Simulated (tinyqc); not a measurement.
Mean-field antiferromagnet of the Hubbard model on the square lattice: one step. One mean-field step. Four cases, with inputs chosen for the exercise.

Question. From m = m0 form Delta, the two bands of each class and m(out).

e(k) = -2 t (cx + cy) - 4 t2 cx cy, ci = cos ki; one electron a site; Q = (pi, pi). <n_up - n_dn> = m cos(Q.R) gives Delta = U m/2 and bands E = e+ -/+ sqrt(e-^2 + Delta^2), e+- = (e(k) +- e(k + Q))/2 (the constant U/2 is dropped). Means run over the mesh k_i = 2 pi (j + 1/2)/N of the whole zone: mu from mean(f(E-) + f(E+)) = 1; m(out) = mean of Delta (f(E-) - f(E+))/sqrt(e-^2 + Delta^2); free energy per site F = -kT mean[ln(1 + exp(-(E- - mu)/kT)) + ln(1 + exp(-(E+ - mu)/kT))] + mu + U m^2/4. Order at T > 0 in two dimensions is an artefact of mean field.

Constants: kB = 8.617333262e-05 eV/K.

Give: Delta; E-, E+ and Delta/sqrt(e-^2 + Delta^2) of each class; m(out).

Case 1.

Values chosen: U = 7.15 eV (on-site repulsion); m0 = 0.33 (starting staggered moment); T = 600 K.

Classes of points:
```
|e-| (eV),e+ (eV),points
0.000000,-0.170711,8
0.000000,-0.029289,8
0.930857,-0.070711,16
1.316431,0.029289,8
2.247288,0.070711,16
3.178146,0.170711,8
```

Answer.

Delta = 1.1798 eV

E-, E+ and Delta/sqrt(e-^2 + Delta^2) of each class:
```
|e-| (eV),E- (eV),E+ (eV),Delta/sqrt(e-^2 + Delta^2)
0.0000,-1.3505,1.0090,1.0000
0.0000,-1.2090,1.1505,1.0000
0.9309,-1.5735,1.4321,0.7851
1.3164,-1.7384,1.7970,0.6674
2.2473,-2.4674,2.6088,0.4648
3.1781,-3.2193,3.5608,0.3480
```

m(out) = 0.6894

Case 2.

Values chosen: U = 3.28 eV (on-site repulsion); m0 = 0.22 (starting staggered moment); T = 300 K.

Classes of points:
```
|e-| (eV),e+ (eV),points
0.000000,0.000000,16
0.757675,0.000000,16
1.071514,0.000000,8
1.829188,0.000000,16
2.586863,0.000000,8
```

Answer.

Delta = 0.3608 eV

E-, E+ and Delta/sqrt(e-^2 + Delta^2) of each class:
```
|e-| (eV),E- (eV),E+ (eV),Delta/sqrt(e-^2 + Delta^2)
0.0000,-0.3608,0.3608,1.0000
0.7577,-0.8392,0.8392,0.4299
1.0715,-1.1306,1.1306,0.3191
1.8292,-1.8644,1.8644,0.1935
2.5869,-2.6119,2.6119,0.1381
```

m(out) = 0.4630

Case 3.

Values chosen: U = 9.63 eV (on-site repulsion); m0 = 0.42 (starting staggered moment); T = 600 K.

Classes of points:
```
|e-| (eV),e+ (eV),points
0.000000,0.000000,8
2.715290,0.000000,8
```

Answer.

Delta = 2.0223 eV

E-, E+ and Delta/sqrt(e-^2 + Delta^2) of each class:
```
|e-| (eV),E- (eV),E+ (eV),Delta/sqrt(e-^2 + Delta^2)
0.0000,-2.0223,2.0223,1.0000
2.7153,-3.3856,3.3856,0.5973
```

m(out) = 0.7987

Case 4.

Values chosen: U = 1.96 eV (on-site repulsion); m0 = 0.17 (starting staggered moment); T = 600 K.

Classes of points:
```
|e-| (eV),e+ (eV),points
0.000000,-0.136569,8
0.000000,-0.023431,8
0.281422,-0.056569,16
0.397991,0.023431,8
0.679413,0.056569,16
0.960835,0.136569,8
```

Answer.

Delta = 0.1666 eV

E-, E+ and Delta/sqrt(e-^2 + Delta^2) of each class:
```
|e-| (eV),E- (eV),E+ (eV),Delta/sqrt(e-^2 + Delta^2)
0.0000,-0.3032,0.0300,1.0000
0.0000,-0.1900,0.1432,1.0000
0.2814,-0.3836,0.2705,0.5094
0.3980,-0.4080,0.4549,0.3861
0.6794,-0.6430,0.7561,0.2382
0.9608,-0.8386,1.1117,0.1708
```

m(out) = 0.4760

m(out) is above m0, so the next step starts from a larger moment.

Computed by tinyqc, one run a case: `OMP_NUM_THREADS=1 python tinyqc.py N N+1 out.jsonl` with N = 1650612, 1650653, 1650660, 1650768; one thread of a shared Intel(R) Xeon(R) Processor @ 2.30GHz, about 0.2 s a run at most.
